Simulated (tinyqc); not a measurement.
Adsorption as a lattice gas: isotherms with interactions, competition, desorption peaks and saturation dose: one step, computed by the program tinyqc.

One adsorbate per site; a molecule needs 2 empty sites. Gas and surface have the same temperature.

Question. Coverage with interactions. With u = w/(k_B T). Mean field: theta/(1 - theta) = y exp(-z u theta). Quasi-chemical: theta/(1 - theta) = y [(r - 1 + 2 theta)(1 - theta)/((r + 1 - 2 theta) theta)]^(-z/2) exp(-z u/2), r = sqrt(1 - 4 theta (1 - theta)(1 - exp(-u))).

Inputs (values chosen for the exercise, for a model surface): pair energy w (positive repels) = 0.043 eV; neighbours z = 3; temperature T = 973 K.

Adsorption: dissociative (second order).

y = 0.08382141

Constants: k_B = 8.617333262e-05 eV/K.

Give: u; coverage, mean field; coverage, quasi-chemical.

Answer.

u = 0.5128

coverage, mean field = 0.07000

coverage, quasi-chemical = 0.07119
